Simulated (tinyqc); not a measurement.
Ballistic Schottky-barrier transistor with a one-dimensional channel, WKB contacts: one step of the calculation.

Source Fermi level 0, drain Fermi level -Vd. Far from the contacts Ec = pn - psi, and the gate moves psi one to one; the band edges relax as exp(-x/lam) from pn at the source and pn - Vd at the drain; Ev = Ec - Eg. A carrier of energy w inside the channel band meets at a contact a barrier of height D (the contact edge beyond the channel edge): T = 1 for w >= D, else exp(-S), S = 4 lam sqrt(m/C) [sqrt(D - w) - sqrt(w) arctan sqrt((D - w)/w)], C = hbar^2/(2 m0). The two contacts combine as Ts Td/(Ts + Td - Ts Td).

Question. Current of the electrons on a coarse grid. I = g (2 q^2/h) int T(w) [f(Es + w) - f(Ed + w)] dw, f(y) = 1/(1 + exp(y/Vt)). Electrons: Ds = psi, Dd = psi - Vd, Es = Ec, Ed = Ec + Vd. Holes: Ds = -psi, Dd = Vd - psi, Es = -Ev, Ed = -Ev - Vd. The size of each current is taken; both flow from drain to source and add. Simpson's rule on nE equally spaced w from 0 to wm.

Values chosen for this exercise; channel values close to those of a silicon nanowire with silicide contacts:
- T = 300 K (temperature)
- pn = 0.89 eV (barrier for electrons at both contacts)
- mn = 0.2 m0 (electron mass)
- g = 2 (valleys or subbands)
- lam = 4.4 nm (screening length at the contacts)
- Vd = 0.1 V (drain bias)
- ps = 0.85 V (band shift psi of the channel by the gate)
- wm = 1 eV (upper end of the grid)
- nE = 17 (points of the grid)

Constants: q = 1.602176634e-19 C, kB = 1.380649e-23 J/K, hbar = 1.054571817e-34 J s, h = 6.62607015e-34 J s, m0 = 9.1093837015e-31 kg, Vt = kB T/q, hbar^2/(2 m0) = 0.0380998212 eV nm^2. Results are converted to the units shown.

Wanted: w; Ts; Td; T; size of the supply difference; current.

Answer.

```
point  w (eV)         Ts         Td          T  size of the supply difference
0       0.000  7.148e-17  6.818e-16  6.470e-17                         0.1711
1       0.062  1.362e-10   1.187e-9  1.221e-10                        0.01822
2       0.125   2.385e-8   1.893e-7   2.118e-8                       0.001653
3       0.188   8.910e-7   6.407e-6   7.822e-7                       1.475e-4
4       0.250   1.479e-5   9.589e-5   1.282e-5                       1.315e-5
5       0.312   1.449e-4   8.415e-4   1.236e-4                       1.172e-6
6       0.375   9.669e-4   0.004995   8.107e-4                       1.045e-7
7       0.438   0.004782    0.02178   0.003936                       9.315e-9
8       0.500    0.01848    0.07334    0.01499                      8.303e-10
9       0.562    0.05782     0.1968    0.04678                      7.401e-11
10      0.625     0.1497     0.4272     0.1246                      6.597e-12
11      0.688     0.3246     0.7484     0.2927                      5.880e-13
12      0.750     0.5914      1.000     0.5914                      5.241e-14
13      0.812     0.8897      1.000     0.8897                      4.672e-15
14      0.875      1.000      1.000      1.000                      4.164e-16
15      0.938      1.000      1.000      1.000                      3.712e-17
16      1.000      1.000      1.000      1.000                      3.308e-18
```

current = 5.859e-9 uA

Range of the model: No scattering, image-force lowering, channel charge or band-to-band tunnelling; parabolic kappa overstates S deep in the gap.

Computed by the program tinyqc: `OMP_NUM_THREADS=1 python tinyqc.py 2390145 2390146 out.jsonl`, one thread of a shared Intel Xeon 2.30GHz, about 0.04 s for the whole run.
